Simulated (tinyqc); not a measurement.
Inside a calculation. Method: Hubbard ring of 6 sites. Computed by tinyqc, a small Python program that keeps every step. Settings: hopping = 1.66, U = 9.2, mixing = 0.2, iteration cap = 90. Command: `OMP_NUM_THREADS=1 python tinyqc.py 27042 27043 out.jsonl` (the two numbers bound the seeds that draw the settings). One thread of a shared host (Intel(R) Xeon(R) Processor @ 2.60GHz), about 0.3 s of CPU time with the checks. Later iterations appear only in the table of the cycle.

## Mean-field iteration 1

one-body matrix (hopping and site energies) (eV), order 1, 2, 3, 4, 5, 6:
$$\begin{pmatrix}
-0.810000 & -1.660000 & 0.000000 & 0.000000 & 0.000000 & -1.660000 \\
-1.660000 & -0.670000 & -1.660000 & 0.000000 & 0.000000 & 0.000000 \\
0.000000 & -1.660000 & -0.250000 & -1.660000 & 0.000000 & 0.000000 \\
0.000000 & 0.000000 & -1.660000 & -0.940000 & -1.660000 & 0.000000 \\
0.000000 & 0.000000 & 0.000000 & -1.660000 & -0.910000 & -1.660000 \\
-1.660000 & 0.000000 & 0.000000 & 0.000000 & -1.660000 & 0.020000
\end{pmatrix}$$

U = 9.200000 eV

electrons, up and down: [3, 3]

mixing = 0.200000

n(up) at the start (a guess, not normalised): 1 0.500000, 2 0.500000, 3 0.500000, 4 0.500000, 5 0.500000, 6 0.500000

n(down) at the start (a guess): 1 0.500000, 2 0.500000, 3 0.500000, 4 0.500000, 5 0.500000, 6 0.500000

H(up) = T + U n(down), H(down) = T + U n(up); fill the lowest levels; n(new) = n + mixing (n(out) - n); E = tr T (rho up + rho down) + U sum n_up n_down of the output.

levels, up (eV): [0.658835, 2.109496, 2.559868, 5.425055, 5.929998, 7.356748]

levels, down (eV): [0.658835, 2.109496, 2.559868, 5.425055, 5.929998, 7.356748]

energy = -3.012401 eV

n(up) after iteration 1: 1 0.507972, 2 0.500865, 3 0.491706, 4 0.507028, 5 0.509619, 6 0.482811

n(down) after iteration 1: 1 0.507972, 2 0.500865, 3 0.491706, 4 0.507028, 5 0.509619, 6 0.482811

## Mean-field iteration 2

As before.

levels, up (eV): [0.670318, 2.167280, 2.513415, 5.484089, 5.861081, 7.343817]

levels, down (eV): [0.670318, 2.167280, 2.513415, 5.484089, 5.861081, 7.343817]

energy = -3.064684 eV

n(up) after iteration 2: 1 0.511655, 2 0.501978, 3 0.486594, 4 0.511695, 5 0.514347, 6 0.473730

n(down) after iteration 2: 1 0.511655, 2 0.501978, 3 0.486594, 4 0.511695, 5 0.514347, 6 0.473730

## Convergence

Each step fills the lowest levels of T + U n(other spin) and sets n(new) = n + mixing (n(out) - n); stop when output and input agree to 1e-8.

Course of the cycle:
```
iteration       E (eV)  largest |n(out) - n(in)|  mean |n_up - n_down|
1          -3.01240094                  8.59e-02              0.000000
2          -3.06468379                  4.54e-02              0.000000
3          -3.07959444                  2.44e-02              0.000000
4          -3.08404678                  1.34e-02              0.000000
5          -3.08540783                  7.39e-03              0.000000
6          -3.08582858                  4.12e-03              0.000000
7          -3.08595943                  2.31e-03              0.000000
8          -3.08600031                  1.30e-03              0.000000
9          -3.08601313                  7.38e-04              0.000000
10         -3.08601717                  4.19e-04              0.000000
11         -3.08601845                  2.38e-04              0.000000
...                ...                       ...                   ...
21         -3.08601905                  1.01e-06              0.000000
22         -3.08601905                  6.06e-07              0.000000
23         -3.08601905                  3.63e-07              0.000000
24         -3.08601905                  2.17e-07              0.000000
25         -3.08601905                  1.31e-07              0.000000
26         -3.08601905                  7.87e-08              0.000000
27         -3.08601905                  4.75e-08              0.000000
28         -3.08601905                  2.87e-08              0.000000
29         -3.08601905                  1.73e-08              0.000000
30         -3.08601905                  1.05e-08              0.000000
31         -3.08601905                  6.37e-09              0.000000
```

local moments n_up - n_down: 1 0.000000, 2 0.000000, 3 0.000000, 4 0.000000, 5 0.000000, 6 0.000000

Converged in 31 iterations. But random starts reach -7.05690 eV, so this is another stationary point, not the lowest one. Reruns (cap 100 unless said): mixing 0.5: converged in 34 to a higher stationary point (E = -3.08602); mixing 0.9: not converged. Before convergence this energy mixes input and output and is not variational, so it may rise towards its limit.

## Exact diagonalisation (400 states)

Lowest levels of the sector, and the double occupancy of the lowest state.

lowest levels (eV): [-8.281133, -7.392708, -6.829460, -6.644036, -6.641635, -6.276082]

double occupancy per site = 0.072714

The mean-field solution above lies 5.1951 eV above the exact energy.

## The lowest level by Lanczos steps

From a random start vector (not printed): a_j = <q_j|H|q_j>, b_j = norm of the remainder after orthogonalising; the Ritz value is the lowest eigenvalue of the tridiagonal matrix of a and b so far.

Lanczos:
```
j    a_j (eV)   b_j (eV)  lowest Ritz value (eV)
1    6.949861   9.347156              6.94986067
2    7.650829   9.707449             -2.05337959
3    9.091364  10.284006             -5.66303485
4   10.873281   8.303124             -7.33713159
5    8.894308   8.413907             -7.88894655
6   11.313570   9.610125             -8.08182196
7   11.387099   9.977936             -8.17028271
8    9.591755   8.686237             -8.23080060
9   12.770540   8.180388             -8.26082667
10  12.461605   9.903988             -8.26965201
```
